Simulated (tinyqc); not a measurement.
Worked calculation: CISD on RHF in the 6-311g basis, for He, spin multiplicity 1. Computed by tinyqc, a small Python program that keeps every step (integrals from PySCF). Settings: charge = 0, multiplicity = 1, basis = 6-311g, method = RHF, energy threshold = 1e-10, iteration cap = 71, orthogonalisation = symmetric, start = atomic densities, DIIS depth = 6, ci = CISD, davidson = 1. Command: `OMP_NUM_THREADS=1 python tinyqc.py 29864 29865 out.jsonl` (the two numbers bound the seeds that draw the settings). One thread of a shared host (Intel(R) Xeon(R) Processor @ 2.60GHz), about 0.08 s of CPU time with the checks. The early iterations of the SCF are left out here.

## One-electron integrals

Geometry (angstrom):
```
atom       x       y       z
He    0.0000  0.0000  0.0000
```

Basis 6-311g: exponents (1/bohr^2) and contraction coefficients of normalised primitives:
```
element  l (shell)  exponent  coefficient
He           s (1)   98.1243       0.0287
He           s (1)   14.7689       0.2081
He           s (1)    3.3188       0.8376
He           s (2)    0.8740       1.0000
He           s (3)    0.2446       1.0000
```

Overlap, kinetic and nuclear-attraction integrals over the contracted functions; the nuclear repulsion is the sum of Za Zb / Rab.

nuclear repulsion = 0 hartree

overlap S, order 1He 1s, 1He 2s, 1He 3s:
```
[[1.0000, 0.6805, 0.3286],
 [0.6805, 1.0000, 0.7516],
 [0.3286, 0.7516, 1.0000]]
```

kinetic energy T (hartree), order 1He 1s, 1He 2s, 1He 3s:
```
[[6.8571, 1.4395, 0.2256],
 [1.4395, 1.3111, 0.4309],
 [0.2256, 0.4309, 0.3668]]
```

nuclear attraction V (hartree), order 1He 1s, 1He 2s, 1He 3s:
```
[[-7.3063, -3.4648, -1.5351],
 [-3.4648, -2.9838, -1.7939],
 [-1.5351, -1.7939, -1.5783]]
```

core Hamiltonian H = T + V (hartree), order 1He 1s, 1He 2s, 1He 3s:
```
[[-0.4492, -2.0254, -1.3095],
 [-2.0254, -1.6727, -1.3630],
 [-1.3095, -1.3630, -1.2115]]
```

## Two-electron integrals

Functions are numbered as in S; the eight-fold symmetry (ij|kl) = (ji|kl) = (kl|ij) leaves the list below.

Two-electron integrals (ij|kl) in chemists' order, unique and non-zero (hartree):
```
(11|11) 2.3951   (21|11) 1.3473   (21|21) 0.7987   (22|11) 1.3584
(22|21) 0.8638   (22|22) 1.0549   (31|11) 0.6141   (31|21) 0.3686
(31|22) 0.4068   (31|31) 0.1707   (32|11) 0.8427   (32|21) 0.5470
(32|22) 0.7004   (32|31) 0.2594   (32|32) 0.4767   (33|11) 0.7670
(33|21) 0.5102   (33|22) 0.6976   (33|31) 0.2442   (33|32) 0.4947
(33|33) 0.5580
```

## Orthogonalisation

S = U s U^T; symmetric (Loewdin) form X = U s^(-1/2) U^T, so that X^T S X = 1.

eigenvalues of S: [0.1357, 0.6734, 2.1908]

X, order 1He 1s, 1He 2s, 1He 3s:
```
[[1.3166, -0.6459, 0.1507],
 [-0.6459, 1.8555, -0.7714],
 [0.1507, -0.7714, 1.4367]]
```

## Iteration 5 (converged): orbitals

converged F (hartree), order 1He 1s, 1He 2s, 1He 3s:
```
[[1.3735, -1.2062, -1.1058],
 [-1.2062, -0.5945, -0.6984],
 [-1.1058, -0.6984, -0.3719]]
```

Diagonalise F' = X^T F X, C = X C', fill 1 alpha and 1 beta electrons from the bottom; D = 2 C_occ C_occ^T. Each column has its largest component positive (the first on a tie).

F' = X^T F X (hartree):
```
[[3.8730, -3.1748, -0.1493],
 [-3.1748, 2.0937, -0.9315],
 [-0.1493, -0.9315, 0.2594]]
```

orbital energies (hartree): [-0.9169, 0.8294, 6.3135]

coefficients C, order 1He 1s, 1He 2s, 1He 3s:
```
[[0.2636, -0.1380, -1.4439],
 [0.4875, -1.1540, 1.6988],
 [0.3974, 1.4279, -0.6963]]
```

D after iteration 5, order 1He 1s, 1He 2s, 1He 3s:
```
[[0.1389, 0.2570, 0.2095],
 [0.2570, 0.4753, 0.3875],
 [0.2095, 0.3875, 0.3159]]
```

## Convergence

Stop when the energy changes by less than 1e-10 hartree and every element of the error matrix X^T (F D S - S D F) X is below 3e-06.

Course of the cycle:
```
iteration  E (hartree)     change  largest element of the error matrix
1            -2.859737          -                             3.09e-02
2            -2.859893  -1.55e-04                             3.20e-03
3            -2.859895  -2.63e-06                             1.44e-04
4            -2.859895  -7.26e-09                             1.80e-08
5            -2.859895   2.66e-15                             3.39e-13
```

PySCF RHF in the same basis = -2.859895 hartree

Converged in 5 iterations.

## Integrals over molecular orbitals

(pq|rs) = sum C_ip C_jq C_kr C_ls (ij|kl), one index at a time.

one-electron integrals over orbitals h = C^T H C (hartree):
```
[[-1.9430, 0.2773, 0.1739],
 [0.2773, -0.3432, -0.3334],
 [0.1739, -0.3334, 4.1761]]
```

Two-electron integrals over orbitals (pq|rs), unique and non-zero (hartree):
```
(11|11) 1.0262    (21|11) -0.2773   (21|21) 0.1465    (22|11) 0.6596
(22|21) -0.1136   (22|22) 0.5066    (31|11) -0.1739   (31|21) 0.1256
(31|22) -0.0788   (31|31) 0.2165    (32|11) 0.2295    (32|21) -0.1209
(32|22) 0.1027    (32|31) -0.1487   (32|32) 0.1276    (33|11) 1.1770
(33|21) -0.3810   (33|22) 0.7273    (33|31) -0.3867   (33|32) 0.3807
(33|33) 1.6000
```

## CISD: determinants and Hamiltonian

Hartree-Fock energy = -2.859895 hartree

Slater-Condon rules over spin orbitals, with the nuclear repulsion added and E(HF) subtracted on the diagonal.

Occupation strings over the orbitals (2 doubly, a alpha, b beta, 0 empty; spin orbitals ordered 1a 1b 2a 2b ...): 200 ab0 a0b ba0 b0a 020 0ab 0ba 002

H - E(HF) between determinants (hartree), order 200, ab0, a0b, ba0, b0a, 020, 0ab, 0ba, 002:
```
[[0.0000, 0.0000, 0.0000, 0.0000, 0.0000, 0.1465, 0.1256, -0.1256, 0.2165],
 [0.0000, 1.2333, -0.1039, -0.1465, -0.1256, 0.1637, -0.1209, -0.0951, -0.1487],
 [0.0000, -0.1039, 6.2700, -0.1256, -0.2165, -0.1209, -0.1037, 0.1487, -0.2128],
 [0.0000, -0.1465, -0.1256, 1.2333, -0.1039, -0.1637, -0.0951, -0.1209, 0.1487],
 [0.0000, -0.1256, -0.2165, -0.1039, 6.2700, 0.1209, 0.1487, -0.1037, 0.2128],
 [0.1465, 0.1637, -0.1209, -0.1637, 0.1209, 2.6801, -0.2307, 0.2307, 0.1276],
 [0.1256, -0.1209, -0.1037, -0.0951, 0.1487, -0.2307, 7.4201, -0.1276, 0.0473],
 [-0.1256, -0.0951, 0.1487, -0.1209, -0.1037, 0.2307, -0.1276, 7.4201, -0.0473],
 [0.2165, -0.1487, -0.2128, 0.1487, 0.2128, 0.1276, 0.0473, -0.0473, 12.8121]]
```

## CISD: roots

Diagonalise (each vector has its largest component positive (the first on a tie)); all determinants have Ms = 0, so triplets appear too. The lowest singlet root is the correlation energy.

lowest roots of this matrix, relative to E(HF) (hartree): [-0.0165, 1.0688, 1.3350, 2.6977, 6.0616, 6.4316, 7.3023, 7.6216]

lowest vectors, order 200, ab0, a0b, ba0, b0a, 020, 0ab, 0ba, 002:
```
[[0.9979, 0.0000, -0.0163, 0.0569],
 [0.0047, 0.7060, 0.6963, 0.1223],
 [-0.0023, 0.0323, -0.0063, 0.0332],
 [-0.0047, 0.7060, -0.6963, -0.1223],
 [0.0023, 0.0323, 0.0063, -0.0332],
 [-0.0574, 0.0000, -0.1720, 0.9798],
 [-0.0183, 0.0243, -0.0036, 0.0476],
 [0.0183, 0.0243, 0.0036, -0.0476],
 [-0.0161, 0.0000, 0.0201, -0.0090]]
```

<S^2> of these roots: [0.0000, 2.0000, 0.0000, 0.0000, 2.0000, 0.0000, 2.0000, 0.0000]

weight of the ground state by excitation level 0, 1, 2, ...: [0.9957, 0.0001, 0.0042]

## The lowest root by the Davidson method

Start from the reference; add the residual divided by (theta - H_ii), orthogonalised, at each step.

Davidson iterations:
```
iteration  subspace  lowest Ritz value (hartree)  residual norm
1                 1                            0       3.16e-01
2                 2                    -0.016365       2.86e-02
3                 3                    -0.016521       3.41e-03
4                 4                    -0.016523       2.54e-04
5                 5                    -0.016523       4.00e-07
6                 6                    -0.016523       1.65e-16
```
